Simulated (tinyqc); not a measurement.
Worked calculation: Hueckel theory of the pi electrons, for the molecule [CH2+]c1ccccc1 (SMILES; centres numbered as the heavy atoms are written). Computed by tinyqc, a small Python program that keeps every step. Settings: charge = 1. Command: `OMP_NUM_THREADS=1 python tinyqc.py 24431 24432 out.jsonl` (the two numbers bound the seeds that draw the settings). One thread of a shared host (Intel(R) Xeon(R) Processor @ 2.60GHz), about 0.01 s of CPU time with the checks.

## The Hueckel matrix

Centres:

| centre | z_r, pi electrons of the neutral centre | h |
|---|---|---|
| 1C | 1 | 0.000000 |
| 2C | 1 | 0.000000 |
| 3C | 1 | 0.000000 |
| 4C | 1 | 0.000000 |
| 5C | 1 | 0.000000 |
| 6C | 1 | 0.000000 |
| 7C | 1 | 0.000000 |

Bonds:

| i | j | k |
|---|---|---|
| 1 | 2 | 1 |
| 2 | 3 | 1 |
| 3 | 4 | 1 |
| 4 | 5 | 1 |
| 5 | 6 | 1 |
| 6 | 7 | 1 |
| 7 | 2 | 1 |

H_rr = alpha + h_r beta, H_rs = k_rs beta for bonded centres.

Hueckel matrix in units of beta (H = alpha + beta A):
```
          1C        2C        3C        4C        5C        6C        7C
1C  0.000000  1.000000  0.000000  0.000000  0.000000  0.000000  0.000000
2C  1.000000  0.000000  1.000000  0.000000  0.000000  0.000000  1.000000
3C  0.000000  1.000000  0.000000  1.000000  0.000000  0.000000  0.000000
4C  0.000000  0.000000  1.000000  0.000000  1.000000  0.000000  0.000000
5C  0.000000  0.000000  0.000000  1.000000  0.000000  1.000000  0.000000
6C  0.000000  0.000000  0.000000  0.000000  1.000000  0.000000  1.000000
7C  0.000000  1.000000  0.000000  0.000000  0.000000  1.000000  0.000000
```

## Orbitals

pi electrons, sum of z_r less the charge = 6

Diagonalise; E = alpha + x beta with beta < 0, so the largest x are filled first; degenerate levels share their electrons. P = sum n_i c_ri c_si; each orbital has its largest coefficient positive (the first on a tie).

x values: 2.101003  1.259280  1.000000  0.000000  -1.000000  -1.259280  -2.101003

occupations: 2.000000  2.000000  2.000000  0.000000  0.000000  0.000000  0.000000

coefficients:
```
         MO1        MO2        MO3        MO4        MO5        MO6        MO7
1C  0.237982  -0.397052   0.000000   0.755929   0.000000  -0.397052  -0.237982
2C  0.500000  -0.500000   0.000000   0.000000   0.000000   0.500000   0.500000
3C  0.406260  -0.116294   0.500000  -0.377964   0.500000  -0.116294  -0.406260
4C  0.353553   0.353553   0.500000   0.000000  -0.500000  -0.353553   0.353553
5C  0.336557   0.561517   0.000000   0.377964   0.000000   0.561517  -0.336557
6C  0.353553   0.353553  -0.500000   0.000000   0.500000  -0.353553   0.353553
7C  0.406260  -0.116294  -0.500000  -0.377964  -0.500000  -0.116294  -0.406260
```

charge and bond-order matrix P:
```
           1C         2C         3C         4C         5C         6C         7C
1C   0.428571   0.635034   0.285714  -0.112480  -0.285714  -0.112480   0.285714
2C   0.635034   1.000000   0.522554   0.000000  -0.224960   0.000000   0.522554
3C   0.285714   0.522554   0.857143   0.705037   0.142857  -0.294963  -0.142857
4C  -0.112480   0.000000   0.705037   1.000000   0.635034   0.000000  -0.294963
5C  -0.285714  -0.224960   0.142857   0.635034   0.857143   0.635034   0.142857
6C  -0.112480   0.000000  -0.294963   0.000000   0.635034   1.000000   0.705037
7C   0.285714   0.522554  -0.142857  -0.294963   0.142857   0.705037   0.857143
```

## Energy, charges, bond orders

E = sum n x; q_r = z_r - P_rr; bond order p = P_rs; free valence = sqrt(3) - sum of p over the bonds of the atom.

pi energy = 6 alpha + this times beta = 8.720566

pi charges: 1C 0.571429, 2C 0.000000, 3C 0.142857, 4C 0.000000, 5C 0.142857, 6C 0.000000, 7C 0.142857

Bond orders and lengths from R = 1.517 - 0.180 p (angstrom, C-C alone):

| bond | p | R |
|---|---|---|
| 1-2 | 0.635034 | 1.402694 |
| 2-3 | 0.522554 | 1.422940 |
| 3-4 | 0.705037 | 1.390093 |
| 4-5 | 0.635034 | 1.402694 |
| 5-6 | 0.635034 | 1.402694 |
| 6-7 | 0.705037 | 1.390093 |
| 7-2 | 0.522554 | 1.422940 |

free valence of the carbons: 1C 1.097017, 2C 0.051909, 3C 0.504460, 4C 0.391980, 5C 0.461983, 6C 0.391980, 7C 0.504460

gap between the highest filled and the next level = 1.000000 |beta|
